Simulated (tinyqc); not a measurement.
# Resistance of a tapered via with liner, size effect and interface: via resistance against the interface resistivity at the bottom

A round via whose diameter grows from db at the bottom as D(z) = db + 2 z/tan(ang). The fill, of diameter D - 2 tl, starts above the bottom liner (thickness fb tl) and has rho = rho0 (1 + ks lam/(D - 2 tl)); the sidewall liner conducts in parallel with it. The bottom liner and the interface are crossed over the full area pi db^2/4. Spreading in the lines above and below is left out.

Slices between z0 = fb tl and hv, evaluated at their midpoints: conductance per length pi/4 [(D - 2 tl)^2/rho + (D^2 - (D - 2 tl)^2)/rl], slice resistance = slice height over that. 2000 slices. R_fill = sum of the slices; R_bottom = rl fb tl/(pi db^2/4); R_interface = ri/(pi db^2/4); ballistic (Sharvin) limit 1/(Sb pi (db - 2 tl)^2/4); ideal cylinder rho0 hv/(pi db^2/4).

Parameters, values chosen for the exercise; fill metal close to copper: diameter at the bottom db = 19 nm; height hv = 54 nm; sidewall angle ang = 88 degrees; bulk resistivity of the fill rho0 = 1.67 uohm cm; mean free path of the fill lam = 38.7 nm; size-effect factor ks = 1.5; liner on the sidewall tl = 2.7 nm; liner at the bottom over that on the sidewall fb = 0.7; resistivity of the liner rl = 440 uohm cm; ballistic conductance per area, about 3/(4 rho0 lam) Sb = 1.1e15 S/m^2.

The same in every row: R_fill (ohm) = 21.891; R_bottom (ohm) = 29.330; ballistic limit (ohm) = 6.2581.

Via resistance against the interface resistivity at the bottom:
```
ri (ohm cm^2)  R_interface (ohm)  R (ohm)  R over ideal cylinder  largest part
2e-13                   0.070540   51.292                 16.126  bottom liner
5e-13                    0.17635   51.397                 16.160  bottom liner
1e-12                    0.35270   51.574                 16.215  bottom liner
2e-12                    0.70540   51.926                 16.326  bottom liner
6e-12                     2.1162   53.337                 16.769  bottom liner
1e-11                     3.5270   54.748                 17.213  bottom liner
3e-11                     10.581   61.802                 19.431  bottom liner
```

R rises from 51.3 to 61.8 ohm. The bottom liner is the largest part at ri = 2e-13 and in all other rows. The share of the two bottom terms goes from 57.3 to 64.6 %.

tinyqc, about 0.01 s, one thread, Intel Xeon 2.30GHz (shared host): `OMP_NUM_THREADS=1 python tinyqc.py 2750067 2750068 out.jsonl`
